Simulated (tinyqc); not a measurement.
Finnis-Sinclair potential for a bcc metal: fit to cohesion and elasticity, then vacancy, surfaces and structure: one step, computed by the program tinyqc. Command: `OMP_NUM_THREADS=1 python tinyqc.py 3111995 3111996 out.jsonl fsfit walk`. One thread of a shared host (Intel(R) Xeon(R) Processor @ 2.30GHz), about 0.01 s of CPU time with the checks.

E = (1/2) sum V(r) - A sqrt(rho), rho = sum phi(r), phi = (r - d)^2 for r < d, V = (r - c)^2 (c0 + c1 r + c2 r^2) for r < c. In bcc the 8 first neighbours lie at sqrt(3) a/2 and the 6 second at a; both cut-offs lie below the third shell; Omega = a^3/2; E is per atom and z the number of atoms in a shell. The four constants A, c0, c1, c2 are fitted to E_c, zero pressure, B and C12 - C44 alone, so C44 and C11 - C12 are not matched singly; defects are unrelaxed.

Task: Unrelaxed vacancy. E_v = -A sum_shells z [sqrt(rho - phi(r)) - sqrt(rho)] - (1/2) sum z V(r): the neighbours lose one bond each, and the atom is put back in the bulk.

Inputs (values chosen for the exercise, modelled on tantalum):
```
quantity,value,unit
lattice constant a,3.306,angstrom
cohesive energy E_c,8.01,eV
density cut-off d/a,1.212,-
pair cut-off c/a,1.281,-
```

c0, c1, c2 (eV/angstrom^2, eV/angstrom^3, eV/angstrom^4): [0.5062611, 0.5259411, -0.2175286]

A = 2.564026 eV/angstrom

rho = 13.41341 angstrom^2

Give: V at the two shells; phi at the two shells; vacancy energy E_v; E_v/E_c.

Result:

V at the two shells (eV): [0.4309, -0.1143]

phi at the two shells (angstrom^2): [1.308, 0.491]

vacancy energy E_v = 3.418 eV

E_v/E_c = 0.4268

A pair potential would give E_v = E_c; the square root lowers the ratio to 0.43.
